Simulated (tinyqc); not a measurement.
# Worked calculation: charge pumping in an n-channel transistor

Numbers from tinyqc (`OMP_NUM_THREADS=1 python tinyqc.py 2030083 2030084 out.jsonl`; about 0.01 s on one thread of a shared Intel Xeon 2.30GHz). Printed values are rounded.

The gate is pulsed from accumulation to inversion and back. Energies E are counted from the intrinsic level; Dit(E) = D0 [1 + b (2 E/Eg)^2]. During each edge the traps near the bands emit their carriers, and those between Eh and Ee recombine once a cycle.

Inputs (values chosen for the exercise); band and dielectric values close to those of silicon:
- T = 200 K (temperature)
- Eg = 1.11 eV (band gap)
- Nc = 1.52e19 cm^-3 (conduction-band density of states at 200 K)
- Nv = 1.43e19 cm^-3 (valence-band density of states at 200 K)
- A = 0.15 um^2 (gate area)
- D0 = 1.6e10 cm^-2 eV^-1 (trap density at midgap)
- b = 1.8 (rise of the trap density towards the band edges)
- sn = 3.7e-15 cm^2 (cross-section for electrons)
- sp = 1.7e-15 cm^2 (cross-section for holes)
- vth = 1.4e7 cm/s (thermal velocity at 200 K, one nominal value for electrons and holes)
- dV = 0.77 V (Vth - Vfb)
- Va = 2 V (pulse height)
- f = 78000 Hz (frequency)
- tr = 490 ns (rise time)
- tf = 380 ns (fall time)

Constants: q = 1.602176634e-19 C, kB = 1.380649e-23 J/K, Vt = kB T/q. Results are converted to the units shown.

Range of the model: The Fermi levels of inversion and accumulation are taken to lie beyond Ee and Eh, the flat tops to fill all traps, and no geometric current is added.

## Emission levels

ni = sqrt(Nc Nv) exp(-Eg/(2 Vt)), Eg in volts; emission times te = (dV/Va) tf and th = (dV/Va) tr; Ee = -Vt ln(vth sn ni te), Eh = +Vt ln(vth sp ni th).

ni = 1.52477e5 cm^-3
te = 146.3 ns
th = 188.650 ns
Ee = 0.354667 eV
Eh = -0.363689 eV

The window covers 64.7 % of the gap.

## Pumped charge and current

Nit = integral of Dit from Eh to Ee = D0 [Ee - Eh + 4 b (Ee^3 - Eh^3)/(3 Eg^2)], Qcp = q A Nit, Icp = f Qcp.

Nit = 1.43834e10 cm^-2
mean Dit = 2.00226e10 cm^-2 eV^-1
traps pumped a cycle = 21.5751
Icp = 0.269623 pA
